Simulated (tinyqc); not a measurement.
Inside a calculation. Method: Pariser-Parr-Pople SCF with singles CI, for the molecule C=CC(=C)C=CO (SMILES; centres numbered as the heavy atoms are written). One step of it, computed by the program tinyqc.

Problem. Singles CI, triplets. Over the 4 single excitations with the smallest orbital gaps: A = (e_a - e_i) delta - (ij|ab), with (pq|rs) = sum c_mp c_mq gamma_mn c_nr c_ns.

orbital energies (eV): -14.849081  -13.502787  -10.898747  -9.316142  -0.726234  0.844991  3.461632

coefficients:
```
         MO1        MO2        MO3        MO4        MO5        MO6        MO7
1C  0.081261   0.317989   0.559005  -0.291483   0.457824  -0.468209   0.256920
2C  0.149586   0.470832   0.480136  -0.146996  -0.304848   0.478154  -0.426895
3C  0.267039   0.539357  -0.186980   0.300946  -0.369030  -0.022504   0.612833
4C  0.126921   0.350653  -0.188182   0.595815   0.581248   0.033931  -0.362664
5C  0.366301   0.221121  -0.458956  -0.407544  -0.177139  -0.483366  -0.418539
6C  0.519027  -0.101716  -0.228968  -0.396316   0.406732   0.530634   0.252526
7O  0.692847  -0.451770   0.351484   0.353140  -0.163164  -0.187820  -0.075626
```

repulsion gamma_rs (eV):
```
           1C         2C         3C         4C         5C         6C         7O
1C  11.130000   7.554065   5.239477   3.670520   4.668825   3.276506   2.810050
2C   7.554065  11.130000   7.555595   5.240514   5.240763   3.670570   2.921739
3C   5.239477   7.555595  11.130000   7.554473   7.554722   5.239097   3.782210
4C   3.670520   5.240514   7.554473  11.130000   5.239639   4.668193   3.355751
5C   4.668825   5.240763   7.554722   5.239639  11.130000   7.552896   5.580291
6C   3.276506   3.670570   5.239097   4.668193   7.552896  11.130000   8.704811
7O   2.810050   2.921739   3.782210   3.355751   5.580291   8.704811  21.500000
```

Give: triplet CI matrix; triplet excitation energies.

Solution.

triplet CI matrix (eV):
```
         4>5      4>6      3>5      3>6
4>5   2.3466  -0.6719   0.3521  -1.1263
4>6  -0.6719   4.2819  -1.1263  -0.3082
3>5   0.3521  -1.1263   4.2911   0.4587
3>6  -1.1263  -0.3082   0.4587   5.3006
```

triplet excitation energies (eV): 1.7413  3.1680  5.3815  5.9294
